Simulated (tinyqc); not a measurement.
Trap density from swing and capacitance.

Inverse problem. In an MOS structure at one bias the subthreshold swing is S = Vt ln 10 (1 + (Cd + q Dit)/Cox) and 1/C_HF = 1/Cox + 1/Cd, Cox = 3.9 eps0/EOT. Find Cd and Dit.

Values chosen for this exercise: temperature T = 350 K; equivalent oxide thickness EOT = 28 nm.

Constants: q = 1.602176634e-19 C, kB = 1.380649e-23 J/K, Vt = kB T/q, eps0 = 8.8541878128e-14 F/cm where lengths are in cm. Results are converted to the units shown.

S = 423.80726 mV/decade
C_HF = 31.964255 nF/cm^2

Solution. C_HF gives Cd, and the swing gives Cd + q Dit.

Cd = 43.1 nF/cm^2
Dit = 3.66e12 cm^-2 eV^-1

Numbers from tinyqc (`OMP_NUM_THREADS=1 python tinyqc.py 2030123 2030124 out.jsonl`; about 0.01 s on one thread of a shared Intel Xeon 2.30GHz).
